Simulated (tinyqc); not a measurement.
Undoped symmetric double-gate MOSFET, analytic potential model: one step of the calculation.

An undoped body of thickness ts between two equal insulators and tied gates; long channel, electrons only, n = ni exp((psi - V)/Vt) with V the quasi-Fermi potential (0 at the source, Vd at the drain), constant mobility, no quantisation. Across the body psi(x) = V - 2 Vt ln[(ts/(2 beta)) sqrt(q ni/(2 eps0 eps_r Vt)) cos(2 beta x/ts)], x from the centre. Q is the electron charge per area of the whole body.

Task. Constants of the body. ni = sqrt(Nc Nv) exp(-Eg/(2 Vt)), Eg in volts; r = eps_r tox/(eox ts); V0 = dphi + 2 Vt ln[(2/ts) sqrt(2 eps0 eps_r Vt/(q ni))].

Values chosen for this exercise; material values close to those of In0.53Ga0.47As: temperature T = 300 K; band gap Eg = 0.747 eV; relative permittivity of the semiconductor eps_r = 13.9; conduction-band density of states at T Nc = 2.1e17 cm^-3; valence-band density of states at T Nv = 7.62e18 cm^-3; relative permittivity of the gate insulator eox = 26.2; insulator thickness tox = 3.6 nm; body thickness ts = 6 nm; gate work function less that of the intrinsic body dphi = 0.1 V.

Constants: q = 1.602176634e-19 C, kB = 1.380649e-23 J/K, Vt = kB T/q, eps0 = 8.8541878128e-14 F/cm where lengths are in cm. Results are converted to the units shown.

Find: ni; r; V0.

Result.

ni = 6.7230e11 cm^-3
r = 0.31832
V0 = 0.50580 V

tinyqc, about 0.01 s, one thread, Intel Xeon 2.30GHz (shared host): `OMP_NUM_THREADS=1 python tinyqc.py 2440080 2440081 out.jsonl`
